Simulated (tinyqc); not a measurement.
Doping density: delta-doped layer in the Thomas-Fermi potential.

All donors ionised in the plane z = 0, zero temperature, energies from the Fermi level EF of the Thomas-Fermi model, which lies at the bulk band edge; c = hbar^2/2m0, q = e^2/(4 pi eps0). gv = 1 equivalent valley, m_d = sqrt(m3^3/mz) in the plane. With n = (gv/3 pi^2)(m3 (-V)/c)^(3/2) and V'' = -(4 pi q/eps) n for z > 0, the solution is V = -b/(|z| + z0)^4 with sqrt(b) = 20/K, K = (4 pi q/eps)(gv/3 pi^2)(m3/c)^(3/2), and z0^5 = 4b/(e F0), e F0 = 2 pi q N/eps; 1e13/cm^2 = 1e-3/angstrom^2. Exchange and correlation are left out.

Subbands solve -(c/m_z) psi'' + V psi = E psi on 1280 points of spacing z0/80; up to ten levels for each group, kept if bound with an rms width below 2.5 z0.

Constants: hbar^2/2m0 = 3.80998211 eV angstrom^2; e^2/(4 pi eps0) = 14.39964547 eV angstrom.

Inputs chosen for the exercise (near those of a delta-doped layer in GaAs; the results hold for these values, not for the real material): m3 = 0.069 m0 (density-of-states mass of a valley); mz = 0.069 m0 (mass along z); eps = 12.9 (dielectric constant); Nl = (0.013, 0.026, 0.052, 0.091, 0.16, 0.26, 0.42) x 1e13/cm^2 (sheet densities).

The well, the lowest level and the filling anew; at zero temperature n_i = g m_d (mu - E_i)/(2 pi c), with mu fixed by sum n_i = N.

Results:
```
N (1e13/cm^2)  z0 (angstrom)  depth (eV)  lowest (eV)  next - lowest (eV)  occupied  share of lowest (%)
0.013                  420.6      0.0096      -0.0041              0.0037         2                 90.6
0.026                  366.2      0.0167      -0.0078              0.0065         3                 85.3
0.052                  318.8      0.0291      -0.0145              0.0113         3                 79.7
0.091                  285.0      0.0455      -0.0238              0.0176         3                 75.2
0.16                   254.6      0.0714      -0.0392              0.0274         4                 70.4
0.26                   231.0      0.1053      -0.0601              0.0397         4                 66.5
0.42                   209.9      0.1546      -0.0913              0.0572         5                 62.5
```

The depth grows as N^(4/5) and z0 shrinks as N^(-1/5): factors 16.1 and 2.00 for 32 times the doping. The lowest level deepens faster, with exponent 0.89, since the zero-point energy takes a smaller share of a deeper well (57 % falling to 41 %). The number of occupied subbands is 2 in the first row and 5 in the last. Up to N = 0.026 the donor spacing exceeds 1.5 Bohr radii (one radius, a0 eps/m with the density-of-states mass, is 99 angstrom), where a uniform sheet is a crude picture of discrete donors (beyond about three radii electrons stay on single donors).

Program tinyqc; command `OMP_NUM_THREADS=1 python tinyqc.py 1252064 1252065 out.jsonl`; about 0.05 s on one thread of a shared Intel(R) Xeon(R) Processor @ 2.30GHz.
